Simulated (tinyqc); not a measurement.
From results back to parameters: alloy A(1-x)B(x) by interpolation with bowing. Three cases, with inputs chosen for the exercise.

Problem. An unstrained alloy A(1-x)B(x) follows Vegard, a(x) = (1 - x) a_A + x a_B, and E(x) = (1 - x) E_A + x E_B - C x (1 - x) at Gamma. Its lattice constant and gap are given.

Case 1.

Values chosen (out of a larger set: A near InP, B near GaP; not measured data): a = (5.87, 5.457) angstrom (lattice constant of A, B); Eg = (1.419, 2.844) eV (gap at Gamma to the s-like level of A, B).

a(x) = 5.799790 angstrom
gap at Gamma = 1.562339 eV

Case 2.

Values chosen (out of a larger set: A near GaSb, B near GaAs; not measured data): a = (6.1, 5.649) angstrom (lattice constant of A, B); Eg = (0.814, 1.522) eV (gap at Gamma to the s-like level of A, B).

a(x) = 6.045880 angstrom
gap at Gamma = 0.725354 eV

Case 3.

Values chosen (out of a larger set: A near InSb, B near InAs; not measured data): a = (6.48, 6.054) angstrom (lattice constant of A, B); Eg = (0.236, 0.419) eV (gap at Gamma to the s-like level of A, B).

a(x) = 6.113640 angstrom
gap at Gamma = 0.313073 eV

Find: x; linear part of the gap; C.

Solution. x = (a - a_A)/(a_B - a_A); the bowing is the shortfall against the linear part divided by x (1 - x).

Case 1.

x = 0.170
linear part of the gap = 1.6612 eV
C = 0.701 eV

Case 2.

x = 0.120
linear part of the gap = 0.8990 eV
C = 1.644 eV

Case 3.

x = 0.860
linear part of the gap = 0.3934 eV
C = 0.667 eV

Computed by tinyqc, one run a case: `OMP_NUM_THREADS=1 python tinyqc.py N N+1 out.jsonl` with N = 1081237, 1081264, 1081275; one thread of a shared Intel(R) Xeon(R) Processor @ 2.30GHz, about 0.01 s a run at most.
